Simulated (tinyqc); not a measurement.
Deep-level transient spectroscopy (DLTS) of one majority-carrier trap: one step, computed by the program tinyqc.

A filling pulse loads the traps in a one-sided junction; under reverse bias they empty at the rate e, and the capacitance relaxes as C(t) = C_0 - dC exp(-e t). The signal is S = [C(t_2) - C(t_1)]/dC.

Task: Peak temperature and width. e = g sigma v N_b exp(-E/k_B T), v = sqrt(3 k_B T/m), N_b = 2 M (2 pi m k_B T/h^2)^(3/2), sigma = sigma_0, E = E_t. S(e) = exp(-e t_1) - exp(-e t_2) peaks at the rate window e_0 = ln(t_2/t_1)/(t_2 - t_1). T_p solves e(T) = e_0 (bisection between 15 and 1500 K); the half-height points solve S = S_max/2 on either side.

Inputs (values chosen for the exercise, for a model semiconductor):
```
quantity                    value  unit
density-of-states mass m    0.163   m_0
valleys M                       1     -
trap depth E_t              0.262    eV
cross-section sigma_0     1.9e-14  cm^2
degeneracy ratio g              1     -
gate time t_1              0.0006     s
ratio t_2/t_1                  10     -
temperature T                 131     K
```

Carriers: electrons. Extra term: none.

rate window e_0 = 426.4046 1/s

peak height S_max = 0.6968373

Constants: k_B = 8.617333262e-05 eV/K; k_B = 1.380649e-23 J/K; m_0 = 9.1093837015e-31 kg; h = 6.62607015e-34 J s.

Give: peak temperature T_p; lower half-height point; upper half-height point; full width.

Result:

peak temperature T_p = 151.20 K

lower half-height point = 140.86 K

upper half-height point = 161.51 K

full width = 20.655 K

The width is 13.7 % of T_p, and E_t is 20.1 k_B T_p.
